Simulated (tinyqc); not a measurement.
CISD on RHF in the 6-31g basis, for H2, spin multiplicity 1, step by step. Computed by tinyqc, a small Python program that keeps every step (integrals from PySCF). Settings: charge = 0, multiplicity = 1, basis = 6-31g, method = RHF, energy threshold = 1e-10, iteration cap = 64, orthogonalisation = symmetric, start = Wolfsberg-Helmholz matrix, DIIS depth = 6, ci = CISD. Command: `OMP_NUM_THREADS=1 python tinyqc.py 20938 20939 out.jsonl` (the two numbers bound the seeds that draw the settings). One thread of a shared host (Intel(R) Xeon(R) Processor @ 2.60GHz), about 0.1 s of CPU time with the checks. The early iterations of the SCF are left out here.

## One-electron integrals

Geometry (angstrom):
```
atom         x         y         z
H     0.000000  0.000000  0.000000
H     0.000000  0.000000  1.019000
```

Basis 6-31g: exponents (1/bohr^2) and contraction coefficients of normalised primitives:
```
element  l (shell)   exponent  coefficient
H            s (1)  18.731137     0.033495
H            s (1)   2.825394     0.234727
H            s (1)   0.640122     0.813757
H            s (2)   0.161278     1.000000
```

Overlap, kinetic and nuclear-attraction integrals over the contracted functions; the nuclear repulsion is the sum of Za Zb / Rab.

nuclear repulsion = 0.51931031 hartree

overlap S, order 1H 1s, 1H 2s, 2H 1s, 2H 2s:
$$\begin{pmatrix}
1.000000 & 0.658292 & 0.241286 & 0.404380 \\
0.658292 & 1.000000 & 0.404380 & 0.741549 \\
0.241286 & 0.404380 & 1.000000 & 0.658292 \\
0.404380 & 0.741549 & 0.658292 & 1.000000
\end{pmatrix}$$

kinetic energy T (hartree), order 1H 1s, 1H 2s, 2H 1s, 2H 2s:
$$\begin{pmatrix}
1.395678 & 0.259735 & 0.019104 & 0.107429 \\
0.259735 & 0.241917 & 0.107429 & 0.143633 \\
0.019104 & 0.107429 & 1.395678 & 0.259735 \\
0.107429 & 0.143633 & 0.259735 & 0.241917
\end{pmatrix}$$

nuclear attraction V (hartree), order 1H 1s, 1H 2s, 2H 1s, 2H 2s:
$$\begin{pmatrix}
-2.171832 & -1.079686 & -0.467981 & -0.683713 \\
-1.079686 & -1.096832 & -0.683713 & -0.863640 \\
-0.467981 & -0.683713 & -2.171832 & -1.079686 \\
-0.683713 & -0.863640 & -1.079686 & -1.096832
\end{pmatrix}$$

core Hamiltonian H = T + V (hartree), order 1H 1s, 1H 2s, 2H 1s, 2H 2s:
$$\begin{pmatrix}
-0.776154 & -0.819951 & -0.448877 & -0.576284 \\
-0.819951 & -0.854916 & -0.576284 & -0.720008 \\
-0.448877 & -0.576284 & -0.776154 & -0.819951 \\
-0.576284 & -0.720008 & -0.819951 & -0.854916
\end{pmatrix}$$

## Two-electron integrals

Functions are numbered as in S; the eight-fold symmetry (ij|kl) = (ji|kl) = (kl|ij) leaves the list below.

Two-electron integrals (ij|kl) in chemists' order, unique and non-zero (hartree):
```
(11|11) 1.076566   (21|11) 0.578470   (21|21) 0.329423   (22|11) 0.587396
(22|21) 0.361304   (22|22) 0.453150   (31|11) 0.194153   (31|21) 0.113372
(31|22) 0.128668   (31|31) 0.054127   (32|11) 0.232573   (32|21) 0.145065
(32|22) 0.184917   (32|31) 0.075550   (32|32) 0.123206   (33|11) 0.510849
(33|21) 0.327668   (33|22) 0.437874   (33|31) 0.194153   (33|32) 0.345542
(33|33) 1.076566   (41|11) 0.345542   (41|21) 0.198049   (41|22) 0.219444
(41|31) 0.075550   (41|32) 0.099522   (41|33) 0.232573   (41|41) 0.123206
(42|11) 0.401593   (42|21) 0.249486   (42|22) 0.320012   (42|31) 0.103024
(42|32) 0.159509   (42|33) 0.401593   (42|41) 0.159509   (42|42) 0.249185
(43|11) 0.327668   (43|21) 0.208672   (43|22) 0.278310   (43|31) 0.113372
(43|32) 0.198049   (43|33) 0.578470   (43|41) 0.145065   (43|42) 0.249486
(43|43) 0.329423   (44|11) 0.437874   (44|21) 0.278310   (44|22) 0.376961
(44|31) 0.128668   (44|32) 0.219444   (44|33) 0.587396   (44|41) 0.184917
(44|42) 0.320012   (44|43) 0.361304   (44|44) 0.453150
```

## Orthogonalisation

S = U s U^T; symmetric (Loewdin) form X = U s^(-1/2) U^T, so that X^T S X = 1.

eigenvalues of S: [0.152159, 0.399705, 0.865005, 2.583131]

X, order 1H 1s, 1H 2s, 2H 1s, 2H 2s:
$$\begin{pmatrix}
1.254509 & -0.498581 & -0.042628 & 0.031580 \\
-0.498581 & 1.666853 & 0.031580 & -0.674817 \\
-0.042628 & 0.031580 & 1.254509 & -0.498581 \\
0.031580 & -0.674817 & -0.498581 & 1.666853
\end{pmatrix}$$

## Iteration 5 (converged): orbitals

converged F (hartree), order 1H 1s, 1H 2s, 2H 1s, 2H 2s:
$$\begin{pmatrix}
0.092163 & -0.425836 & -0.407390 & -0.413771 \\
-0.425836 & -0.310597 & -0.413771 & -0.360200 \\
-0.407390 & -0.413771 & 0.092163 & -0.425836 \\
-0.413771 & -0.360200 & -0.425836 & -0.310597
\end{pmatrix}$$

Diagonalise F' = X^T F X, C = X C', fill 1 alpha and 1 beta electrons from the bottom; D = 2 C_occ C_occ^T. Each column has its largest component positive (the first on a tie).

F' = X^T F X (hartree):
$$\begin{pmatrix}
0.606081 & -0.574248 & -0.264984 & -0.129092 \\
-0.574248 & 0.245704 & -0.129092 & -0.196658 \\
-0.264984 & -0.129092 & 0.606081 & -0.574248 \\
-0.129092 & -0.196658 & -0.574248 & 0.245704
\end{pmatrix}$$

orbital energies (hartree): MO1 -0.523267, MO2 0.162639, MO3 0.913410, MO4 1.150788

coefficients C, order 1H 1s, 1H 2s, 2H 1s, 2H 2s:
$$\begin{pmatrix}
0.284720 & 0.170588 & 0.873102 & -0.976072 \\
0.335683 & 1.202540 & -0.698878 & 1.198392 \\
0.284720 & -0.170588 & 0.873102 & 0.976072 \\
0.335683 & -1.202540 & -0.698878 & -1.198392
\end{pmatrix}$$

D after iteration 5, order 1H 1s, 1H 2s, 2H 1s, 2H 2s:
$$\begin{pmatrix}
0.162131 & 0.191152 & 0.162131 & 0.191152 \\
0.191152 & 0.225366 & 0.191152 & 0.225366 \\
0.162131 & 0.191152 & 0.162131 & 0.191152 \\
0.191152 & 0.225366 & 0.191152 & 0.225366
\end{pmatrix}$$

## Convergence

Stop when the energy changes by less than 1e-10 hartree and every element of the error matrix X^T (F D S - S D F) X is below 3e-06.

Course of the cycle:
```
iteration  E (hartree)     change  largest element of the error matrix
1          -1.08046581          -                             8.10e-02
2          -1.09103583  -1.06e-02                             1.25e-02
3          -1.09129143  -2.56e-04                             1.03e-05
4          -1.09129143  -1.44e-10                             4.23e-06
5          -1.09129143  -1.77e-11                             2.66e-06
```

PySCF RHF in the same basis = -1.09129143 hartree

Converged in 5 iterations.

## Integrals over molecular orbitals

(pq|rs) = sum C_ip C_jq C_kr C_ls (ij|kl), one index at a time.

one-electron integrals over orbitals h = C^T H C (hartree):
$$\begin{pmatrix}
-1.087335 & 0.000000 & -0.132877 & 0.000000 \\
0.000000 & -0.609172 & 0.000000 & 0.192542 \\
-0.132877 & 0.000000 & 0.001704 & 0.000000 \\
0.000000 & 0.192542 & 0.000000 & 0.128987
\end{pmatrix}$$

Two-electron integrals over orbitals (pq|rs), unique and non-zero (hartree):
```
(11|11) 0.564068    (21|21) 0.108376    (22|11) 0.440094    (22|22) 0.401277
(31|11) 0.132876    (31|22) 0.068544    (31|31) 0.093502    (32|21) 0.010923
(32|32) 0.037600    (33|11) 0.502604    (33|22) 0.402655    (33|31) 0.118307
(33|33) 0.472800    (41|21) -0.080415   (41|32) -0.049374   (41|41) 0.109359
(42|11) -0.136478   (42|22) -0.072650   (42|31) -0.080863   (42|33) -0.118712
(42|42) 0.082336    (43|21) -0.120522   (43|32) -0.038483   (43|41) 0.124880
(43|43) 0.173911    (44|11) 0.565580    (44|22) 0.447791    (44|31) 0.168931
(44|33) 0.530087    (44|42) -0.161815   (44|44) 0.626287
```

## CISD: determinants and Hamiltonian

Hartree-Fock energy = -1.09129143 hartree

Slater-Condon rules over spin orbitals, with the nuclear repulsion added and E(HF) subtracted on the diagonal.

Occupation strings over the orbitals (2 doubly, a alpha, b beta, 0 empty; spin orbitals ordered 1a 1b 2a 2b ...): 2000 ab00 a0b0 a00b ba00 b0a0 b00a 0200 0ab0 0a0b 0ba0 0020 00ab 0b0a 00ba 0002

H - E(HF) between determinants (hartree):
```
           2000       ab00       a0b0       a00b       ba00       b0a0       b00a       0200
2000   0.000000   0.000000   0.000000   0.000000   0.000000   0.000000   0.000000   0.108376
ab00   0.000000   0.354189   0.000000   0.056063  -0.108376   0.000000   0.080415   0.000000
a0b0   0.000000   0.000000   1.027575   0.000000   0.000000  -0.093502   0.000000   0.010923
a00b   0.000000   0.056063   0.000000   1.217834   0.080415   0.000000  -0.109359   0.000000
ba00   0.000000  -0.108376   0.000000   0.080415   0.354189   0.000000   0.056063   0.000000
b0a0   0.000000   0.000000  -0.093502   0.000000   0.000000   1.027575   0.000000  -0.010923
b00a   0.000000   0.080415   0.000000  -0.109359   0.056063   0.000000   1.217834   0.000000
0200   0.108376   0.000000   0.010923   0.000000   0.000000  -0.010923   0.000000   0.793535
0ab0   0.000000   0.010923   0.000000  -0.120522   0.064333   0.000000   0.080863   0.000000
0a0b  -0.080415   0.000000  -0.120522   0.000000   0.000000   0.049374   0.000000   0.119892
0ba0   0.000000   0.064333   0.000000   0.080863   0.010923   0.000000  -0.120522   0.000000
0020   0.093502   0.000000  -0.014569   0.000000   0.000000   0.014569   0.000000   0.037600
00ab   0.000000  -0.080863   0.000000   0.036054   0.049374   0.000000  -0.124880   0.000000
0b0a   0.080415   0.000000   0.049374   0.000000   0.000000  -0.120522   0.000000  -0.119892
00ba   0.000000   0.049374   0.000000  -0.124880  -0.080863   0.000000   0.036054   0.000000
0002   0.109359   0.000000   0.124880   0.000000   0.000000  -0.124880   0.000000   0.082336

           0ab0       0a0b       0ba0       0020       00ab       0b0a       00ba       0002
2000   0.000000  -0.080415   0.000000   0.093502   0.000000   0.080415   0.000000   0.109359
ab00   0.010923   0.000000   0.064333   0.000000  -0.080863   0.000000   0.049374   0.000000
a0b0   0.000000  -0.120522   0.000000  -0.014569   0.000000   0.049374   0.000000   0.124880
a00b  -0.120522   0.000000   0.080863   0.000000   0.036054   0.000000  -0.124880   0.000000
ba00   0.064333   0.000000   0.010923   0.000000   0.049374   0.000000  -0.080863   0.000000
b0a0   0.000000   0.049374   0.000000   0.014569   0.000000  -0.120522   0.000000  -0.124880
b00a   0.080863   0.000000  -0.120522   0.000000  -0.124880   0.000000   0.036054   0.000000
0200   0.000000   0.119892   0.000000   0.037600   0.000000  -0.119892   0.000000   0.082336
0ab0   1.405789   0.000000  -0.037600   0.000000  -0.038483   0.000000  -0.073830   0.000000
0a0b   0.000000   1.578208   0.000000  -0.038483   0.000000  -0.082336   0.000000   0.030727
0ba0  -0.037600   0.000000   1.405789   0.000000  -0.073830   0.000000  -0.038483   0.000000
0020   0.000000  -0.038483   0.000000   2.086809   0.000000   0.038483   0.000000   0.173911
00ab  -0.038483   0.000000  -0.073830   0.000000   2.271379   0.000000  -0.173911   0.000000
0b0a   0.000000  -0.082336   0.000000   0.038483   0.000000   1.578208   0.000000  -0.030727
00ba  -0.073830   0.000000  -0.038483   0.000000  -0.173911   0.000000   2.271379   0.000000
0002   0.000000   0.030727   0.000000   0.173911   0.000000  -0.030727   0.000000   2.494863
```

## CISD: roots

Diagonalise (each vector has its largest component positive (the first on a tie)); all determinants have Ms = 0, so triplets appear too. The lowest singlet root is the correlation energy.

lowest roots of this matrix, relative to E(HF) (hartree): [-0.032611, 0.219054, 0.450706, 0.771144, 0.925203, 1.055542, 1.114858, 1.159865]

lowest vectors, order 2000, ab00, a0b0, a00b, ba00, b0a0, b00a, 0200, 0ab0, 0a0b, 0ba0, 0020, 00ab, 0b0a, 00ba, 0002:
$$\begin{pmatrix}
0.985034 & 0.000000 & 0.000000 & 0.152632 \\
0.000000 & 0.696958 & 0.704285 & 0.000000 \\
0.013580 & 0.000000 & 0.000000 & -0.083903 \\
0.000000 & -0.108772 & 0.020888 & 0.000000 \\
0.000000 & 0.696958 & -0.704285 & 0.000000 \\
-0.013580 & 0.000000 & 0.000000 & 0.083903 \\
0.000000 & -0.108772 & -0.020888 & 0.000000 \\
-0.140981 & 0.000000 & 0.000000 & 0.961475 \\
0.000000 & -0.049045 & 0.040579 & 0.000000 \\
0.058017 & 0.000000 & 0.000000 & -0.132526 \\
0.000000 & -0.049045 & -0.040579 & 0.000000 \\
-0.035516 & 0.000000 & 0.000000 & -0.043396 \\
0.000000 & 0.003607 & 0.043582 & 0.000000 \\
-0.058017 & 0.000000 & 0.000000 & 0.132526 \\
0.000000 & 0.003607 & -0.043582 & 0.000000 \\
-0.038337 & 0.000000 & 0.000000 & -0.034350
\end{pmatrix}$$

<S^2> of these roots: [0.000000, 2.000000, 0.000000, 0.000000, 2.000000, 0.000000, 2.000000, 0.000000]

weight of the ground state by excitation level 0, 1, 2, ...: [0.970292, 0.000369, 0.029339]
